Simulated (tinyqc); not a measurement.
Gamma, L and X subbands of a thin body with non-parabolic valleys: sweeps and comparisons. A value that a table varies takes the place of the one given here.

Hard walls, flat band, c = hbar^2/2m0, energies from the bulk Gamma edge. For a valley at angle theta to the normal 1/m_z = cos^2/ml + sin^2/mt and m_d = sqrt(ml mt^2/m_z). Subband n starts at E_v + e with e (1 + a e) = c (n pi/t)^2/m_z, and its density-of-states mass is taken as m_d (1 + 2 a e), without further growth at higher in-plane energy. Groups are named by valley and degeneracy.

n_i = g m/(2 pi c) kB T ln(1 + exp((EF - E_i)/kB T)), sum n_i = Ns (1e12/cm^2 = 1e-4/angstrom^2), c = hbar^2/2m0. Quantum capacitance Cq = 1602.176634 sum g m/(2 pi c) f_i in microfarad/cm^2 with f_i = 1/(1 + exp((E_i - EF)/kB T)); Cox = 34.5313/eot (one gate); C/Cox = Cq/(Cq + Cox), the centroid term left out.

Constants: hbar^2/2m0 = 3.80998211 eV angstrom^2; kB = 8.617333262e-05 eV/K.

Parameters, chosen for this exercise (near those of a thin GaSb channel; the results hold for these values, not for the real material): face = 100 (surface); mG = 0.0394 m0 (Gamma mass); aG = 1.13 1/eV (Gamma non-parabolicity); EL = 0.047 eV (L edge above Gamma); mL = (1.344, 0.102) m0 (L valleys (four, along <111>): ml, mt); EX = 0.339 eV (X edge above Gamma); mX = (1.545, 0.224) m0 (X valleys (three, along <100>): ml, mt); aS = 0.45 1/eV (non-parabolicity of L and X); Ns = 3 x 1e12/cm^2 (sheet density); T = 300 K (temperature); eot = 11 angstrom (equivalent oxide thickness); ts = (18, 24, 30, 40, 55, 75, 110) angstrom (thicknesses); t = 58 angstrom (body thickness); Nl = (0.5, 1, 2, 4, 7, 11, 16) x 1e12/cm^2 (sheet densities).

## Thinning the body

Lowest edge of each valley type, the lowest group, the Gamma share and C/Cox, with n = 1 to 8 of all groups.

Results:
```
t (angstrom)  Gamma (eV)  L (eV)  X (eV)  lowest  Gamma share (%)  C/Cox
18                 1.232   0.663   0.412      X1              0.0  0.778
24                 0.847   0.425   0.380      X1              0.0  0.841
30                 0.623   0.301   0.366      L4              0.0  0.844
40                 0.408   0.196   0.354      L4              0.0  0.843
55                 0.247   0.128   0.347      L4              0.1  0.842
75                 0.146   0.091   0.343      L4              0.5  0.842
110                0.073   0.068   0.341      L4              2.7  0.845
```

From 110 down to 18 angstrom Gamma rises by 1.16 eV, L by 0.60 and X by 0.07 eV, the light Gamma mass moving most. The lowest group changes from L4 to X1 between 30 and 24 angstrom. The Gamma share goes from 3 % to 0 %. C/Cox is 0.84 and 0.78 at the ends and lies between 0.78 and 0.84. Hard walls overstate the rise in the thinnest rows.

## Raising the sheet density

Fixed thickness, n = 1 to 8 of all groups; the gate overdrive above the lowest edge is (EF - E_lowest)/e + 0.1602177 Ns/Cox in volts.

Results:
```
Ns (1e12/cm^2)  EF - lowest (eV)  Gamma share (%)     Cq  C/Cox  overdrive (V)
0.5                       -0.086              0.1   3.04  0.492         -0.061
1.0                       -0.068              0.1   5.98  0.656         -0.017
2.0                       -0.049              0.1  11.56  0.786          0.053
4.0                       -0.029              0.1  21.61  0.873          0.175
7.0                       -0.012              0.1  34.27  0.916          0.346
11.0                       0.004              0.1  47.50  0.938          0.565
16.0                       0.019              0.1  59.62  0.950          0.836
```

The lowest subband is L4 n=1; the light Gamma level lies 106 meV above it, lifted there by confinement. At the highest density band filling takes 0.019 V of the 0.836 V overdrive. Cq grows from 3.0 to 59.6 microfarad/cm^2 while EF moves from -0.086 to +0.019 eV against the lowest edge; the Gamma share stays near 0 %.

## What each parameter does

n = 1 to 8 of all groups. Each row changes one parameter from the base and keeps the others.

Results:
```
case                  lowest edge (eV)  EF (eV)  Gamma share (%)  C/Cox
base                             0.120    0.083              0.1  0.842
t = 66 angstrom                  0.104    0.067              0.2  0.842
mG = 0.0453 m0                   0.120    0.083              0.2  0.842
aG = 0.79 1/eV                   0.120    0.083              0.0  0.842
EL = -0.003 eV                   0.070    0.033              0.0  0.842
Ns = 4.5 x 1e12/cm^2             0.120    0.095              0.1  0.884
eot = 9 angstrom                 0.120    0.083              0.1  0.814
T = 250 K                        0.120    0.094              0.0  0.863
```

The largest shifts from the base row, up to three for each result and ties (the steps differ in size, so this ranks the rows, not the parameters). lowest edge (eV): EL -0.050, t -0.016; unchanged at the printed digits by mG, aG, Ns, eot and T. EF (eV): EL -0.050, t -0.016, Ns +0.012; unchanged at the printed digits by mG, aG and eot. Gamma share (%): mG +0.2, t +0.1, EL -0.1; unchanged at the printed digits by Ns and eot. C/Cox: Ns +0.042, eot -0.029, T +0.020; unchanged at the printed digits by t, mG, aG and EL.

(tinyqc, `OMP_NUM_THREADS=1 python tinyqc.py 1251022 1251023 out.jsonl`, Intel(R) Xeon(R) Processor @ 2.30GHz, 1 thread, shared host, about 0.02 s.)
